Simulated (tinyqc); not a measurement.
Hubbard chain of 6 sites, step by step. One step of it, computed by the program tinyqc.

Task: Mean-field iteration 2. H(up) = T + U n(down), H(down) = T + U n(up); fill the lowest levels; n(new) = n + mixing (n(out) - n); E = tr T (rho up + rho down) + U sum n_up n_down of the output.

one-body matrix (hopping and site energies) (eV), lower triangle:
```
           1          2          3          4          5          6
1   0.570000
2  -0.530000   0.180000
3   0.000000  -0.530000   0.950000
4   0.000000   0.000000  -0.530000   0.420000
5   0.000000   0.000000   0.000000  -0.530000   0.350000
6   0.000000   0.000000   0.000000   0.000000  -0.530000  -0.320000
```

U = 6.100000 eV

electrons, up and down: 3  3

mixing = 0.500000

n(up) after iteration 1: 1 0.380274, 2 0.580638, 3 0.354529, 4 0.552736, 5 0.444245, 6 0.687577

n(down) after iteration 1: 1 0.380274, 2 0.580638, 3 0.354529, 4 0.552736, 5 0.444245, 6 0.687577

Give: levels, up; levels, down; energy; n(up) after iteration 2; n(down) after iteration 2.

Result:

levels, up (eV): 2.3946  2.6157  2.9450  3.8797  4.1676  4.4474

levels, down (eV): 2.3946  2.6157  2.9450  3.8797  4.1676  4.4474

energy = 12.2107 eV

n(up) after iteration 2: 1 0.6192, 2 0.4188, 3 0.5531, 4 0.3924, 5 0.5976, 6 0.4189

n(down) after iteration 2: 1 0.6192, 2 0.4188, 3 0.5531, 4 0.3924, 5 0.5976, 6 0.4189
